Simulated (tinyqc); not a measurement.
From results back to parameters: five-level k.p model folded onto the conduction band. Three cases, with inputs chosen for the exercise.

Problem. The levels are known; the mass and the g factor at E = Eg are given. Find Ep and Ep2.

Second-order sums for the lowest conduction level at E: 1/m = 1 + Cm + (Ep/3)(2/E + 1/(E + Dso)) - (Ep2/3)(2/(E7 + D2 - E) + 1/(E7 - E)); g/2 = 1 + Cg - (Ep/3)(1/E - 1/(E + Dso)) - (Ep2/3)(1/(E7 - E) - 1/(E7 + D2 - E)). E is counted from the top of the valence band; E = Eg at the edge.

Case 1.

Values chosen (near those of InAs; shifted at random, so the results belong to these values and not to a real crystal):
- Eg = 0.413 eV (gap at Gamma to the s-like level)
- Dso = 0.39 eV (spin-orbit splitting)
- E7 = 4.32 eV (upper Gamma7 conduction level, from the valence top)
- D2 = 0.15 eV (its spin-orbit splitting, Gamma8 above Gamma7)
- Cm = -1 (remote term in 1/m)
- Cg = 0 (remote term in g/2)

m = 0.02327776 m0
g = -14.956157

Case 2.

Values chosen (near those of InP; shifted at random, so the results belong to these values and not to a real crystal):
- Eg = 1.466 eV (gap at Gamma to the s-like level)
- Dso = 0.105 eV (spin-orbit splitting)
- E7 = 4.58 eV (upper Gamma7 conduction level, from the valence top)
- D2 = 0.07 eV (its spin-orbit splitting, Gamma8 above Gamma7)
- Cm = -0.3 (remote term in 1/m)
- Cg = 0 (remote term in g/2)

m = 0.07998860 m0
g = 1.353134

Case 3.

Values chosen (near those of InAs; shifted at random, so the results belong to these values and not to a real crystal):
- Eg = 0.417 eV (gap at Gamma to the s-like level)
- Dso = 0.387 eV (spin-orbit splitting)
- E7 = 4.36 eV (upper Gamma7 conduction level, from the valence top)
- D2 = 0.17 eV (its spin-orbit splitting, Gamma8 above Gamma7)
- Cm = 0 (remote term in 1/m)
- Cg = -0.02 (remote term in g/2)

m = 0.02305542 m0
g = -14.610830

Find: coefficients of (Ep, Ep2); right-hand sides 1/m - 1 - Cm and 1 + Cg - g/2; Ep, Ep2.

Solution. Both sums are linear in Ep and Ep2, so two equations fix them.

Case 1.

coefficients of (Ep, Ep2) (1/eV):
```
         1         2
1  2.02932  -0.24964
2  0.39199   0.00315
```

right-hand sides 1/m - 1 - Cm and 1 + Cg - g/2: 42.9595  8.4781

Ep, Ep2 (eV): 21.60  3.50

Case 2.

coefficients of (Ep, Ep2) (1/eV):
```
         1         2
1  0.66693  -0.31642
2  0.01520   0.00235
```

right-hand sides 1/m - 1 - Cm and 1 + Cg - g/2: 11.8018  0.3234

Ep, Ep2 (eV): 20.40  5.70

Case 3.

coefficients of (Ep, Ep2) (1/eV):
```
         1         2
1  2.01331  -0.24663
2  0.38477   0.00349
```

right-hand sides 1/m - 1 - Cm and 1 + Cg - g/2: 42.3738  8.2854

Ep, Ep2 (eV): 21.50  3.70

Computed by tinyqc, one run a case: `OMP_NUM_THREADS=1 python tinyqc.py N N+1 out.jsonl` with N = 1050822, 1050832, 1050835; one thread of a shared Intel(R) Xeon(R) Processor @ 2.30GHz, about 0.01 s a run at most.
